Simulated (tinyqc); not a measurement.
Long-channel MOSFET, surface-potential model: two steps of the calculation.

n-channel transistor on a uniformly doped p-type body, gradual-channel approximation, constant mobility, Boltzmann statistics, full ionisation. Potentials are counted from the neutral body; V is the electron quasi-Fermi potential, Vsb at the source and Vsb + Vds at the drain. Charges are magnitudes per area.

Inputs (values chosen for the exercise); material values close to those of silicon: temperature T = 300 K; band gap Eg = 1.14 eV; relative permittivity of the semiconductor eps_r = 11.8; conduction-band density of states at T Nc = 2.75e19 cm^-3; valence-band density of states at T Nv = 2.63e19 cm^-3; acceptor density of the body Na = 3.5e16 cm^-3; relative permittivity of the gate insulator eox = 21.7; insulator thickness tox = 22 nm; flat-band voltage Vfb = -0.9 V; channel mobility mu = 270 cm^2/(V s); gate width W = 2 um; gate length L = 10 um; source-body reverse bias Vsb = 0 V; drain-source voltage Vds = 0.05 V.

Constants: q = 1.602176634e-19 C, kB = 1.380649e-23 J/K, Vt = kB T/q, eps0 = 8.8541878128e-14 F/cm where lengths are in cm. Results are converted to the units shown.

Task 1. Body potential, insulator capacitance and body factor. ni = sqrt(Nc Nv) exp(-Eg/(2 Vt)), Eg in volts; phiF = Vt ln(Na/ni); Cox = eps0 eox/tox; gamma = sqrt(2 q eps0 eps_r Na)/Cox. VT = Vfb + 2 phiF + gamma sqrt(2 phiF + Vsb), m = 1 + gamma/(2 sqrt(2 phiF + Vsb)).

Give: ni; phiF; Cox; gamma; VT; m.

Result 1.

ni = 7.1460e9 cm^-3
phiF = 0.39823 V
Cox = 0.87334 uF/cm^2
gamma = 0.12395 V^0.5
VT = 0.0070796 V
m = 1.0694

Task 2. Pao-Sah current by Simpson's rule. I = mu (W/L) integral of Qi dV; Simpson's rule on the 11 points, step Vds/10, weights 1, 4, 2, ..., 4, 1 times step/3.

Qi, Pao-Sah, point 0 to 10 (nC/cm^2): 83.565465  80.131368  76.731629  73.368053  70.042579  66.757294  63.514441  60.316435  57.165875  54.065554  51.018474

Wanted: Pao-Sah current.

Result 2.

Pao-Sah current = 0.1807 uA

Gauss-Legendre quadrature on many points gives 0.1807 uA, so this value is within 0.01 % of it; the charge-sheet current, 0.1688 uA, is 6.6 % below it.

tinyqc, about 0.05 s, one thread, Intel Xeon 2.30GHz (shared host): `OMP_NUM_THREADS=1 python tinyqc.py 2360149 2360150 out.jsonl`
